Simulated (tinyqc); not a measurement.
Drifting, spreading and decaying minority pulse (Haynes-Shockley), explicit time steps: two steps of the calculation.

Low injection in a uniform field: dn/dt = D d2n/dx2 - v dn/dx - n/tau with D = mu Vt and v = mu F towards +x. Exact solution on an infinite bar for a Gaussian start at x0: n = N0 exp(-t/tau) exp(-(x - x0 - v t)^2/(2 s^2))/sqrt(2 pi s^2), s^2 = s0^2 + 2 D t.

Inputs (values chosen for the exercise); mobility close to that of germanium at room temperature:
- T = 350 K (temperature)
- mu = 3860 cm^2/(V s) (minority-carrier mobility)
- F = 2.1 V/cm (sweep field along the drift)
- hx = 270 um (mesh step)
- tau = 8.7e-5 s (lifetime)
- dt = 1.5e-6 s (time step)

Constants: q = 1.602176634e-19 C, kB = 1.380649e-23 J/K, Vt = kB T/q. Results are converted to the units shown.

Question 1. Coefficients of the scheme. Exponentially fitted fluxes: d = F hx/Vt, B(d) = d/(exp(d) - 1), k = D dt/hx^2; (L n)_i = a n_(i-1) + b n_i + c n_(i+1) with a = k B(-d), c = k B(d), b = -a - c - dt/tau. Explicit steps keep n positive for dt up to 1/[(D/hx^2)(B(d) + B(-d)) + 1/tau].

Wanted: D; v; d; a; b; c; positivity limit of dt.

Answer 1.

D = 116.4 cm^2/s
v = 8106 cm/s
d = 1.880
a = 0.5314
b = -0.6298
c = 0.08110
positivity limit of dt = 2.382e-6 s

Question 2. Densities after a time step. (L n)_i = a n_(i-1) + b n_i + c n_(i+1), n = 0 beyond the ends. Explicit step: n(new) = n + L n.

a = 0.53142978
b = -0.62976760
c = 0.081096446
n at t = 0, node 1 to 10 (in units of 1e12 cm^-3): [0.0479124, 0.7100817, 3.5795185, 6.1375735, 3.5795185, 0.7100817, 0.0479124, 0.0010996, 0.0000086, 0.0000000]

Wanted: n at t = 1 dt.

Answer 2.

n at t = 1 dt, node 1 to 10 (in units of 1e12 cm^-3): [0.0753, 0.5786, 2.2003, 4.4649, 4.6445, 2.1690, 0.3952, 0.0259, 0.0006, 0.0000]

tinyqc, about 0.01 s, one thread, Intel Xeon 2.30GHz (shared host): `OMP_NUM_THREADS=1 python tinyqc.py 2310016 2310017 out.jsonl`
